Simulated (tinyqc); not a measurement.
# Holstein polaron on two sites, step by step

A worked calculation. Computed by tinyqc, a small Python program that keeps every step. Command: `OMP_NUM_THREADS=1 python tinyqc.py 3031583 3031584 out.jsonl holstein walk`. One thread of a shared host (Intel(R) Xeon(R) Processor @ 2.30GHz), about 0.01 s of CPU time with the checks. Intermediate numbers are printed to about 7 digits and carried at full precision; extremes and crossings named in words are read from the listed rows.

One electron on sites 1 and 2: H = -t (c1+ c2 + c2+ c1) + hbar omega sum_i b_i+ b_i - g hbar omega sum_i n_i (b_i + b_i+). The symmetric phonon shifts the energy by -g^2 hbar omega/2 and drops out; with b = (b_1 - b_2)/sqrt(2) there remains H = -t sigma_x + hbar omega b+ b - (g hbar omega/sqrt(2)) sigma_z (b + b+). Parity splits it into blocks p = +1 and -1 over phonon numbers n. Zero-point energies are left out. Weights Z refer to mode b alone; the displaced symmetric mode multiplies the full zero-phonon weight by exp(-g^2/2).

Inputs (values chosen for the exercise, for a model dimer): hopping t = 10 meV; phonon energy hbar omega = 111 meV; coupling g = 0.617; phonon levels kept N = 3.

## Energy scales

Polaron binding energy E_p = g^2 hbar omega; ratio E_p/t (the adiabatic potential has two wells when it exceeds 1); adiabaticity hbar omega/t.

E_p = 42.25648 meV

E_p/t = 4.225648

hbar omega/t = 11.1

## The even block in a small basis

Block p: H_nn = n hbar omega - p t (-1)^n - g^2 hbar omega/2, H_(n,n+1) = -(g hbar omega/sqrt(2)) sqrt(n + 1). Take p = +1 and n = 0..N-1.

H, even block (meV):
```
[[-31.1282, -48.4276, 0.0000],
 [-48.4276, 99.8718, -68.4870],
 [0.0000, -68.4870, 190.8718]]
```

## Levels in the small basis

Diagonalise H; the eigenvector has its largest component positive; Z is the weight of n = 0.

levels (meV): [-49.2290, 79.1531, 229.6912]

lowest eigenvector: [0.9320710, 0.3483800, 0.0993729]

Z in the small basis = 0.8687564

## Converged results

Use 60 levels in both blocks; Z = c_0^2 is the weight of n = 0 in the ground state c; the splitting is the lowest odd level less the lowest even one, which without coupling is the smaller of 2t and hbar omega; <sigma_x> = sum (-1)^n c_n^2 measures the kinetic energy.

ground-state energy = -49.44746 meV

weight Z of n = 0 in mode b = 0.8637296

mean phonon number in b = 0.1497003

splitting = 13.59025 meV

splitting/(2t) = 0.6795124

<sigma_x> = 0.7514325

The small basis misses the ground-state energy by 0.218 meV. Mode b stays mostly in its zero-phonon state.

## Approximations to the ground state

Second order: E = -t - E_p/2 - (E_p/2) hbar omega/(hbar omega + 2t). Lang-Firsov: E = -E_p - t exp(-g^2). Variable displacement: E(x) = -E_p/2 - t exp(-g^2 x^2) - (E_p/2)(2x - x^2), minimised over 0 <= x <= 1. Adiabatic, classical lattice: E = -E_p/2 - t for E_p < t, else -E_p - t^2/(2 E_p); it leaves out the change of zero-point energy.

Ground-state energy (meV):
```
method                         E  E - exact
second order in g      -49.03079   0.416669
Lang-Firsov            -49.09038   0.357079
variable displacement  -49.39907   0.048392
adiabatic, classical   -43.43973   6.007733
```

best displacement x = 0.88183

Closest here is variable displacement (+0.05 meV), furthest adiabatic, classical (+6.01 meV), at hbar omega/t = 11.10 and E_p/t = 4.23. Lang-Firsov and variable displacement are variational and lie above the exact value. The Lang-Firsov narrowing exp(-g^2) = 0.683 compares with the exact splitting ratio 0.68.

Checks made by the program: 60 against 80 levels (relative difference below 1e-10); Hellmann-Feynman: dE/dt = -<sigma_x> (relative difference below 1e-10).
